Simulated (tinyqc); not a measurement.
Two electrons on one impurity (helium-like model), step by step. Values are carried at full precision from step to step, so a last printed digit may differ when a step is redone from the rounded ones.

Units Ha* = 2 Ry m/eps^2 and a* = a0 eps/m. One electron is bound by Z^2/2. Two electrons in the singlet built from exp(-a r) and exp(-b r): S = 8 (ab)^(3/2)/(a + b)^3, h_aa = a^2/2 - Z a, h_bb alike, h_ab = S (ab/2 - Z (a + b)/2), J = ab (a^2 + 3ab + b^2)/(a + b)^3, K = 20 (ab)^3/(a + b)^5, E = (h_aa + h_bb + 2 S h_ab + J + K)/(1 + S^2). For a = b this is a^2 - 2 Z a + 5a/8. Real double donors are deeper, since the central cell is left out.

Constants: Ry = 13.60569312 eV; a0 (Bohr radius) = 0.5291772105 angstrom.

Parameters, chosen for this exercise (near those of impurities in Si; the results hold for these values, not for the real material): m = 0.295 m0 (one mean mass); eps = 11.7 (dielectric constant); Z = 1 (effective charge (1: D- centre, 2: double donor; other values mimic a central cell)); ab = (0.96, 0.32) 1/a* (trial exponents a, b).

## Units and equal orbitals

Give Ha*, a*, the best common exponent Z - 5/16, E = -(Z - 5/16)^2, and the binding of the second electron -Z^2/2 - E.

Ha* = 58.641 meV
a* = 20.99 angstrom
exponent = 0.6875
E with equal orbitals = -0.47266 Ha*
binding of the second electron = -1.60 meV

With equal orbitals the second electron is not bound; this is a fault of the trial function, since unequal orbitals do bind it.

## Unequal orbitals

Evaluate the integrals and E.

S, h_aa, h_bb, h_ab, J, K: [0.64952, -0.49920, -0.26880, -0.31593, 0.28500, 0.16875]

E = -0.50964 Ha*

This lies 0.0370 Ha* below the best equal-orbital value -(Z - 5/16)^2.

## The minimum over a and b

Give a, b, E, both binding energies and U, their difference.

a, b (1/a*): [1.039, 0.283]

E = -0.51330 Ha*

binding of the first and second electron (meV): [29.32, 0.78]

U = 28.54 meV

Letting one electron stay close and the other roam (decay lengths 20 and 74 angstrom) gains 2.38 meV. The exact value for Z = 1 is -0.52775, a binding of 1.63 meV, so this function recovers 48 % of it.

## Checks

- Minimum for Z = 1 against the known -0.51330: both -0.51330.
- Minimum for Z = 2 against the known -2.87566: both -2.87566.

Computed by tinyqc, a small Python program: `OMP_NUM_THREADS=1 python tinyqc.py 1282169 1282170 out.jsonl` (the numbers bound the seed that draws the inputs); one thread of a shared host (Intel(R) Xeon(R) Processor @ 2.30GHz), about 0.03 s for the whole set of steps.
